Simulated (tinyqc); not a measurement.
## One level from two frequencies

Question. A single interface trap level in an MOS capacitor has the conductance Gp/w = Cit w tau/(1 + w^2 tau^2), w = 2 pi f. Find tau and Cit.

Gp/w at f = 260 and 2000 Hz (nF/cm^2): 6.0043274  5.1863525

Solution. w/(Gp/w) = 1/(Cit tau) + (tau/Cit) w^2 is linear in w^2; the two coefficients give tau and Cit.

tau = 2.428e-4 s
Cit = 17.52 nF/cm^2

tinyqc, about 0.01 s, one thread, Intel Xeon 2.30GHz (shared host): `OMP_NUM_THREADS=1 python tinyqc.py 2030028 2030029 out.jsonl`
